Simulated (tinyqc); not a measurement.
Defect equilibria of an oxide against oxygen pressure (mass action): one step, computed by the program tinyqc.

Defects: oxygen vacancies V (charge +2), electrons n, holes p, the ionic partner X = V_M'' (charge -2), and the dopant. Activities are taken equal to concentrations.

Question. Conductivities. sigma_n = e n mu_n, sigma_p = e p mu_p, sigma_ion = 2 e [V] mu_V with mu_V = 2 e D/(k_B T) and D = D_0 exp(-E_m/k_B T); only the oxygen vacancies carry ionic current, and the ionic transport number is sigma_ion over the total.

Inputs (values chosen for the exercise, for a model oxide):

| quantity | value | unit |
|---|---|---|
| temperature T | 1200 | K |
| electron mobility mu_n | 0.21 | cm^2/(V s) |
| hole mobility mu_p | 0.012 | cm^2/(V s) |
| vacancy diffusion prefactor D_0 | 0.01 | cm^2/s |
| vacancy migration energy E_m | 0.82 | eV |

Ionic disorder: Schottky, oxide MO. Dopant (singly charged, fully ionised): acceptor.

n = 8.113489e+17 cm^-3

[V] = 3.420543e+18 cm^-3

p = 952014.9 cm^-3

Constants: k_B = 8.617333262e-05 eV/K; e = 1.602176634e-19 C.

Give: sigma_n; sigma_p; sigma_ion; total conductivity; ionic transport number.

Answer.

sigma_n = 0.02730 S/cm

sigma_p = 1.830e-15 S/cm

sigma_ion = 7.629e-05 S/cm

total conductivity = 0.02737 S/cm

ionic transport number = 0.002787

The conductor is mainly n-type electronic here.
